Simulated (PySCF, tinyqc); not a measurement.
CCSD on RHF in the sto-6g basis, for BeH+, spin multiplicity 1, step by step (part 1 of 2). The lowest restricted solution is unstable here: a spin-polarised one lies 0.0201 hartree lower (PySCF). Computed by tinyqc, a small Python program that keeps every step (integrals from PySCF). Settings: charge = 1, multiplicity = 1, basis = sto-6g, method = RHF, energy threshold = 1e-10, iteration cap = 77, orthogonalisation = canonical, start = atomic densities, DIIS depth = 6, amplitude equations = CCSD, DIIS depth for amplitudes = 0, cap on updates = 55. Command: `OMP_NUM_THREADS=1 python tinyqc.py 29388 29389 out.jsonl` (the two numbers bound the seeds that draw the settings). One thread of a shared host (Intel(R) Xeon(R) Processor @ 2.60GHz), about 0.4 s of CPU time with the checks. Later iterations appear only in the table of the cycle.

## One-electron integrals

Geometry (angstrom):
```
atom         x         y         z
Be    0.000000  0.000000  0.000000
H     0.000000  0.000000  1.980000
```

Basis sto-6g: exponents (1/bohr^2) and contraction coefficients of normalised primitives:
```
element  l (shell)    exponent  coefficient
Be           s (1)  312.870494     0.009164
Be           s (1)   57.364463     0.049361
Be           s (1)   16.048509     0.168538
Be           s (1)    5.513096     0.370563
Be           s (1)    2.140897     0.416492
Be           s (1)    0.881739     0.130334
Be           s (2)   13.633247    -0.013253
Be           s (2)    2.698375    -0.046992
Be           s (2)    0.838653    -0.033785
Be           s (2)    0.322660     0.250242
Be           s (2)    0.140131     0.595117
Be           s (2)    0.064233     0.240706
Be           p (3)   13.633247     0.003760
Be           p (3)    2.698375     0.037679
Be           p (3)    0.838653     0.173897
Be           p (3)    0.322660     0.418036
Be           p (3)    0.140131     0.425860
Be           p (3)    0.064233     0.101708
H            s (1)   35.523221     0.009164
H            s (1)    6.513144     0.049361
H            s (1)    1.822143     0.168538
H            s (1)    0.625955     0.370563
H            s (1)    0.243077     0.416492
H            s (1)    0.100112     0.130334
```

Overlap, kinetic and nuclear-attraction integrals over the contracted functions; the nuclear repulsion is the sum of Za Zb / Rab.

nuclear repulsion = 1.06904487 hartree

overlap S, lower triangle:
```
           1Be 1s    1Be 2s   1Be 2px   1Be 2py   1Be 2pz     2H 1s
1Be 1s   1.000000
1Be 2s   0.254764  1.000000
1Be 2px  0.000000  0.000000  1.000000
1Be 2py  0.000000  0.000000  0.000000  1.000000
1Be 2pz  0.000000  0.000000  0.000000  0.000000  1.000000
2H 1s    0.017037  0.239357  0.000000  0.000000  0.316964  1.000000
```

kinetic energy T (hartree), lower triangle:
```
            1Be 1s    1Be 2s   1Be 2px   1Be 2py   1Be 2pz     2H 1s
1Be 1s    6.768753
1Be 2s   -0.207382  0.220121
1Be 2px   0.000000  0.000000  0.661265
1Be 2py   0.000000  0.000000  0.000000  0.661265
1Be 2pz   0.000000  0.000000  0.000000  0.000000  0.661265
2H 1s    -0.006811  0.006457  0.000000  0.000000  0.046431  0.768522
```

nuclear attraction V (hartree), lower triangle:
```
             1Be 1s     1Be 2s    1Be 2px    1Be 2py    1Be 2pz      2H 1s
1Be 1s   -14.982052
1Be 2s    -1.718822  -2.564779
1Be 2px    0.000000   0.000000  -2.545835
1Be 2py    0.000000   0.000000   0.000000  -2.545835
1Be 2pz   -0.008683  -0.085065   0.000000   0.000000  -2.602354
2H 1s     -0.123506  -0.522652   0.000000   0.000000  -0.679279  -2.308044
```

core Hamiltonian H = T + V (hartree), lower triangle:
```
            1Be 1s     1Be 2s    1Be 2px    1Be 2py    1Be 2pz      2H 1s
1Be 1s   -8.213299
1Be 2s   -1.926204  -2.344658
1Be 2px   0.000000   0.000000  -1.884570
1Be 2py   0.000000   0.000000   0.000000  -1.884570
1Be 2pz  -0.008683  -0.085065   0.000000   0.000000  -1.941089
2H 1s    -0.130317  -0.516195   0.000000   0.000000  -0.632848  -1.539522
```

## Two-electron integrals

Functions are numbered as in S; the eight-fold symmetry (ij|kl) = (ji|kl) = (kl|ij) leaves the list below.

Two-electron integrals (ij|kl) in chemists' order, unique and non-zero (hartree):
```
(11|11) 2.299996   (21|11) 0.361879   (21|21) 0.071926   (22|11) 0.570332
(22|21) 0.139654   (22|22) 0.417773   (31|31) 0.015252   (32|31) 0.022555
(32|32) 0.092340   (33|11) 0.570332   (33|21) 0.139654   (33|22) 0.417773
(33|33) 0.450117   (41|41) 0.015252   (42|41) 0.022555   (42|42) 0.092340
(43|43) 0.024258   (44|11) 0.570332   (44|21) 0.139654   (44|22) 0.417773
(44|33) 0.401601   (44|44) 0.450117   (51|51) 0.015252   (52|51) 0.022555
(52|52) 0.092340   (53|53) 0.024258   (54|54) 0.024258   (55|11) 0.570332
(55|21) 0.139654   (55|22) 0.417773   (55|33) 0.401601   (55|44) 0.401601
(55|55) 0.450117   (61|11) 0.024407   (61|21) 0.004735   (61|22) 0.009242
(61|33) 0.009165   (61|44) 0.009165   (61|51) 0.000476   (61|52) 0.000948
(61|55) 0.009395   (61|61) 0.000330   (62|11) 0.091921   (62|21) 0.023064
(62|22) 0.079572   (62|33) 0.076278   (62|44) 0.076278   (62|51) 0.003065
(62|52) 0.021037   (62|55) 0.086159   (62|61) 0.001704   (62|62) 0.027425
(63|31) 0.001728   (63|32) 0.008895   (63|53) 0.003210   (63|63) 0.001879
(64|41) 0.001728   (64|42) 0.008895   (64|54) 0.003210   (64|64) 0.001879
(65|11) 0.111237   (65|21) 0.028155   (65|22) 0.100729   (65|33) 0.095054
(65|44) 0.095054   (65|51) 0.004850   (65|52) 0.032561   (65|55) 0.112080
(65|61) 0.002147   (65|62) 0.038851   (65|65) 0.055905   (66|11) 0.267091
(66|21) 0.068012   (66|22) 0.261395   (66|33) 0.245315   (66|44) 0.245315
(66|51) 0.008599   (66|52) 0.079716   (66|55) 0.293554   (66|61) 0.005067
(66|62) 0.125474   (66|65) 0.186035   (66|66) 0.774999
```

## Orthogonalisation

S = U s U^T; canonical form X = U s^(-1/2), so that X^T S X = 1. Each column of U has its largest component positive (the first on a tie).

eigenvalues of S: 0.573009  0.806919  1.000000  1.000000  1.179539  1.440533

X:
```
                 1          2          3         4          5         6
1Be 1s    0.385644   0.722499   0.000000  0.000000   0.569130  0.278216
1Be 2s   -0.702732  -0.524432   0.000000  0.000000   0.420498  0.445996
1Be 2px   0.000000   0.000000  -0.197015  0.980401   0.000000  0.000000
1Be 2py   0.000000   0.000000   0.980401  0.197015   0.000000  0.000000
1Be 2pz  -0.625882   0.567940   0.000000  0.000000  -0.512598  0.377539
2H 1s     0.843145  -0.345965   0.000000  0.000000  -0.290353  0.524724
```

Within a degenerate level the vectors are fixed only up to a rotation; this is one choice.

## Starting guess

The start is atomic minimal-basis densities projected into this basis (PySCF's MINAO start) and scaled to the electron count of each spin; this density is not idempotent, so its energy is not variational and may lie below the converged one.

D at the start, lower triangle:
```
            1Be 1s     1Be 2s   1Be 2px   1Be 2py   1Be 2pz     2H 1s
1Be 1s    1.722028
1Be 2s   -0.419553   1.662979
1Be 2px   0.000000   0.000000  0.000000
1Be 2py   0.000000   0.000000  0.000000  0.000000
1Be 2pz   0.006425  -0.017789  0.000000  0.000000  0.001179
2H 1s    -0.025301   0.104400  0.000000  0.000000  0.026179  0.761877
```

## Iteration 1: building the Fock matrix

J_ij = sum D_kl (ij|kl), K_ij = sum D_kl (ik|jl); F = H + J - 0.5 K; E = tr D H + tr D J / 2 - 0.25 tr D K + E_nn.

Coulomb J (hartree), lower triangle:
```
           1Be 1s    1Be 2s   1Be 2px   1Be 2py   1Be 2pz     2H 1s
1Be 1s   4.833397
1Be 2s   0.853086  1.780755
1Be 2px  0.000000  0.000000  1.767505
1Be 2py  0.000000  0.000000  0.000000  1.767505
1Be 2pz  0.006815  0.063787  0.000000  0.000000  1.807258
2H 1s    0.057721  0.373927  0.000000  0.000000  0.487140  1.461319
```

exchange K (hartree), lower triangle:
```
           1Be 1s    1Be 2s   1Be 2px   1Be 2py   1Be 2pz     2H 1s
1Be 1s   3.776663
1Be 2s   0.588304  0.738976
1Be 2px  0.000000  0.000000  0.164295
1Be 2py  0.000000  0.000000  0.000000  0.164295
1Be 2pz  0.003097  0.036598  0.000000  0.000000  0.216442
2H 1s    0.044654  0.252074  0.000000  0.000000  0.195221  0.669594
```

Fock matrix F (hartree), lower triangle:
```
            1Be 1s     1Be 2s    1Be 2px    1Be 2py    1Be 2pz      2H 1s
1Be 1s   -5.268234
1Be 2s   -1.367270  -0.933391
1Be 2px   0.000000   0.000000  -0.199212
1Be 2py   0.000000   0.000000   0.000000  -0.199212
1Be 2pz  -0.003417  -0.039577   0.000000   0.000000  -0.242052
2H 1s    -0.094923  -0.268305   0.000000   0.000000  -0.243318  -0.412999
```

total energy of this density = -12.72470092 hartree

This density is the starting one; it is not idempotent, so its energy is not variational and may lie below the converged one.

## Iteration 1: diagonalisation and new density

Diagonalise F' = X^T F X, C = X C', fill 2 alpha and 2 beta electrons from the bottom; D = 2 C_occ C_occ^T. Each column has its largest component positive (the first on a tie).

F' = X^T F X (hartree), lower triangle:
```
           1          2          3          4          5          6
1  -0.411928
2  -0.791984  -2.031655
3   0.000000   0.000000  -0.199212
4   0.000000   0.000000   0.000000  -0.199212
5  -0.657696  -1.924935   0.000000   0.000000  -2.580794
6  -0.385404  -1.014678   0.000000   0.000000  -1.356968  -1.344717
```

orbital energies (hartree): MO1 -5.268382, MO2 -0.659357, MO3 -0.374562, MO4 -0.199212, MO5 -0.199212, MO6 -0.066791

coefficients C:
```
               MO1        MO2        MO3        MO4       MO5        MO6
1Be 1s    0.998495  -0.234589   0.128799   0.000000  0.000000  -0.058522
1Be 2s    0.005871   0.878241  -0.544134   0.000000  0.000000   0.277793
1Be 2px   0.000000   0.000000   0.000000  -0.562157  0.827030   0.000000
1Be 2py   0.000000   0.000000   0.000000   0.827030  0.562157   0.000000
1Be 2pz   0.000834   0.108456   0.479220   0.000000  0.000000   0.937103
2H 1s    -0.000383   0.329284   0.678972   0.000000  0.000000  -0.787905
```

D after iteration 1, lower triangle:
```
            1Be 1s    1Be 2s   1Be 2px   1Be 2py   1Be 2pz     2H 1s
1Be 1s    2.104049
1Be 2s   -0.400328  1.542682
1Be 2px   0.000000  0.000000  0.000000
1Be 2py   0.000000  0.000000  0.000000  0.000000
1Be 2pz  -0.049221  0.190511  0.000000  0.000000  0.023527
2H 1s    -0.155257  0.578376  0.000000  0.000000  0.071425  0.216856
```

Within a degenerate level the vectors are fixed only up to a rotation; this is one choice.

## Iteration 9 (converged): orbitals

converged F (hartree), lower triangle:
```
            1Be 1s     1Be 2s    1Be 2px    1Be 2py    1Be 2pz      2H 1s
1Be 1s   -5.046324
1Be 2s   -1.354142  -0.808319
1Be 2px   0.000000   0.000000  -0.120221
1Be 2py   0.000000   0.000000   0.000000  -0.120221
1Be 2pz   0.014783  -0.082993   0.000000   0.000000  -0.205344
2H 1s    -0.090848  -0.317944   0.000000   0.000000  -0.277750  -0.386317
```

As before.

F' = X^T F X (hartree), lower triangle:
```
           1          2          3          4          5          6
1  -0.240093
2  -0.727503  -1.842053
3   0.000000   0.000000  -0.120221
4   0.000000   0.000000   0.000000  -0.120221
5  -0.675724  -1.894524   0.000000   0.000000  -2.459999
6  -0.373087  -0.971836   0.000000   0.000000  -1.290928  -1.333308
```

orbital energies (hartree): MO1 -5.047467, MO2 -0.623506, MO3 -0.250571, MO4 -0.120221, MO5 -0.120221, MO6 0.046091

coefficients C:
```
               MO1        MO2        MO3        MO4       MO5        MO6
1Be 1s    0.995755  -0.194762  -0.188376   0.000000  0.000000  -0.084220
1Be 2s    0.016273   0.689675   0.723540   0.000000  0.000000   0.381005
1Be 2px   0.000000   0.000000   0.000000  -0.524418  0.851461   0.000000
1Be 2py   0.000000   0.000000   0.000000   0.851461  0.524418   0.000000
1Be 2pz  -0.002380   0.240712  -0.555358   0.000000  0.000000   0.867875
2H 1s    -0.001396   0.505976  -0.443464   0.000000  0.000000  -0.858808
```

D after iteration 9, lower triangle:
```
            1Be 1s    1Be 2s   1Be 2px   1Be 2py   1Be 2pz     2H 1s
1Be 1s    2.058920
1Be 2s   -0.236238  0.951833
1Be 2px   0.000000  0.000000  0.000000
1Be 2py   0.000000  0.000000  0.000000  0.000000
1Be 2pz  -0.098504  0.331949  0.000000  0.000000  0.115896
2H 1s    -0.199869  0.697873  0.000000  0.000000  0.243596  0.512028
```

Within a degenerate level the vectors are fixed only up to a rotation; this is one choice.

## Convergence

Stop when the energy changes by less than 1e-10 hartree and every element of the error matrix X^T (F D S - S D F) X is below 3e-06.

Course of the cycle:
```
iteration   E (hartree)     change  largest element of the error matrix
1          -12.72470092          -                             1.26e-01
2          -14.68708584  -1.96e+00                             1.06e-01
3          -14.71500695  -2.79e-02                             7.32e-02
4          -14.73996744  -2.50e-02                             9.22e-03
5          -14.74034964  -3.82e-04                             3.04e-03
6          -14.74036241  -1.28e-05                             8.22e-04
7          -14.74036429  -1.87e-06                             4.09e-05
8          -14.74036429  -9.84e-09                             4.59e-07
9          -14.74036429  -9.54e-13                             6.48e-09
```

PySCF RHF in the same basis = -14.74036429 hartree

Converged in 9 iterations.

## Populations, bond orders and dipole

Mulliken: Z minus the diagonal of D S on the atom; Loewdin: the same with S^(1/2) D S^(1/2); Mayer order: 2 sum_s sum (D(s) S)_ij (D(s) S)_ji over the two atoms.

Charges (e):
```
atom  Mulliken   Loewdin
1Be   0.752875  0.766122
2H    0.247125  0.233878
```

Mayer bond orders:
```
pair     order
2-1   0.938929
```

dipole moment about the origin, x y z (debye): 0.000000  0.000000  -0.648571

## Integrals over molecular orbitals

(pq|rs) = sum C_ip C_jq C_kr C_ls (ij|kl), one index at a time.

one-electron integrals over orbitals h = C^T H C (hartree), lower triangle:
```
           1          2          3          4          5          6
1  -8.206341
2   0.181275  -1.932095
3   0.193940  -0.112050  -1.830957
4   0.000000   0.000000   0.000000  -1.884570
5   0.000000   0.000000   0.000000   0.000000  -1.884570
6   0.058036  -0.246702   0.117552   0.000000   0.000000  -1.665178
```

Two-electron integrals over orbitals (pq|rs), unique and non-zero (hartree):
```
(11|11) 2.284687    (21|11) -0.179038   (21|21) 0.023587    (22|11) 0.448887
(22|21) -0.002238   (22|22) 0.434402    (31|11) -0.174506   (31|21) 0.019679
(31|22) -0.012750   (31|31) 0.026638    (32|11) 0.096862    (32|21) -0.006067
(32|22) -0.061995   (32|31) 0.000855    (32|32) 0.076477    (33|11) 0.509653
(33|21) -0.010129   (33|22) 0.332097    (33|31) 0.001335    (33|32) 0.026862
(33|33) 0.409827    (41|41) 0.015873    (42|41) 0.014412    (42|42) 0.046977
(43|41) 0.013611    (43|42) 0.036141    (43|43) 0.046746    (44|11) 0.570111
(44|21) -0.005830   (44|22) 0.343488    (44|31) -0.005689   (44|32) 0.050499
(44|33) 0.372386    (44|44) 0.450117    (51|51) 0.015873    (52|51) 0.014412
(52|52) 0.046977    (53|51) 0.013611    (53|52) 0.036141    (53|53) 0.046746
(54|54) 0.024258    (55|11) 0.570111    (55|21) -0.005830   (55|22) 0.343488
(55|31) -0.005689   (55|32) 0.050499    (55|33) 0.372386    (55|44) 0.401601
(55|55) 0.450117    (61|11) -0.075165   (61|21) 0.013073    (61|22) 0.008063
(61|31) 0.001831    (61|32) -0.008109   (61|33) -0.013726   (61|44) -0.001847
(61|55) -0.001847   (61|61) 0.015325    (62|11) 0.134793    (62|21) -0.001003
(62|22) -0.009810   (62|31) -0.008775   (62|32) 0.059446    (62|33) -0.002873
(62|44) 0.070716    (62|55) 0.070716    (62|61) 0.006402    (62|62) 0.113754
(63|11) -0.085056   (63|21) 0.003068    (63|22) 0.056918    (63|31) -0.005110
(63|32) -0.073658   (63|33) -0.042200   (63|44) -0.044161   (63|55) -0.044161
(63|61) 0.008203    (63|62) -0.062733   (63|63) 0.090402    (64|41) 0.006168
(64|42) 0.023189    (64|43) 0.005337    (64|64) 0.021366    (65|51) 0.006168
(65|52) 0.023189    (65|53) 0.005337    (65|65) 0.021366    (66|11) 0.479763
(66|21) -0.002276   (66|22) 0.440411    (66|31) -0.011165   (66|32) -0.063919
(66|33) 0.361645    (66|44) 0.348863    (66|55) 0.348863    (66|61) 0.006832
(66|62) -0.028829   (66|63) 0.055727    (66|66) 0.472151
```

## CCSD: starting amplitudes

t_ij^ab = <ij||ab> / (e_i + e_j - e_a - e_b), whose energy is MP2.

Starting amplitudes (spin orbitals 1a, 1b, ...; amplitudes related by a flip of all spins are not repeated):
```
from      to          t
2a 2b  3a 3b  -0.102535
2a 2b  6a 6b  -0.084942
2a 2b  3a 6b  -0.057021
2a 2b  4a 4b  -0.046670
2a 2b  5a 5b  -0.046670
1a 1b  3a 3b  -0.002777
1a 2b  4a 4b  -0.002654
1a 2b  5a 5b  -0.002654
1a 1b  4a 4b  -0.001611
1a 1b  5a 5b  -0.001611
1a 2b  3a 6b   0.001605
1a 1b  6a 6b  -0.001504
1a 2b  3b 6a  -0.001483
1a 2b  6a 6b  -0.001111
1a 1b  3a 6b  -0.000185
1a 2b  3a 3b  -0.000165
1a 2a  3a 6a   0.000122
```

correlation energy = -0.02903692 hartree

## CCSD: amplitude update 1

t_i^a D_i^a and t_ij^ab D_ij^ab are set to the remaining terms of the spin-orbital equations, evaluated with the old amplitudes; for the doubles these are <ij||ab> + 1/2 <ab||ef> t_ij^ef + 1/2 <mn||ij> t_mn^ab + P(ij)P(ab) <mb||ej> t_im^ae + terms in t^2 + terms with t1, D the orbital-energy denominators.

Amplitudes after update 1 (spin orbitals 1a, 1b, ...; amplitudes related by a flip of all spins are not repeated):
```
from      to          t
2a 2b  3a 3b  -0.142566
2a 2b  6a 6b  -0.114316
2a 2b  3a 6b  -0.090017
2a 2b  4a 4b  -0.055216
2a 2b  5a 5b  -0.055216
2a        6a  -0.015986
2a        3a   0.009158
1a 2b  4a 4b  -0.002877
1a 2b  5a 5b  -0.002877
1a 1b  3a 3b  -0.002284
1a 2b  3a 6b   0.001687
1a 2b  3b 6a  -0.001618
1a 1b  4a 4b  -0.001483
1a 1b  5a 5b  -0.001483
1a 2b  6a 6b  -0.001346
1a 1b  6a 6b  -0.001173
1a        3a   0.000354
1a        6a   0.000170
1a 1b  3a 6b   0.000089
1a 2a  3a 6a   0.000069
1a 2b  3a 3b  -4.67e-06
```

correlation energy = -0.04014347 hartree

## CCSD: amplitude update 2

As before.

Amplitudes after update 2 (spin orbitals 1a, 1b, ...; amplitudes related by a flip of all spins are not repeated):
```
from      to          t
2a 2b  3a 3b  -0.166121
2a 2b  6a 6b  -0.123411
2a 2b  3a 6b  -0.106758
2a 2b  4a 4b  -0.054605
2a 2b  5a 5b  -0.054605
2a        6a  -0.028771
2a        3a   0.015634
1a 2b  4a 4b  -0.002871
1a 2b  5a 5b  -0.002871
1a 1b  3a 3b  -0.002202
1a 2b  3b 6a  -0.001739
1a 2b  3a 6b   0.001714
1a 1b  4a 4b  -0.001480
1a 1b  5a 5b  -0.001480
1a 2b  6a 6b  -0.001406
1a 1b  6a 6b  -0.001204
1a        3a   0.000333
1a        6a   0.000294
1a 1b  3a 6b   0.000110
1a 2b  3a 3b   0.000045
1a 2a  3a 6a  -0.000026
```

correlation energy = -0.04487194 hartree
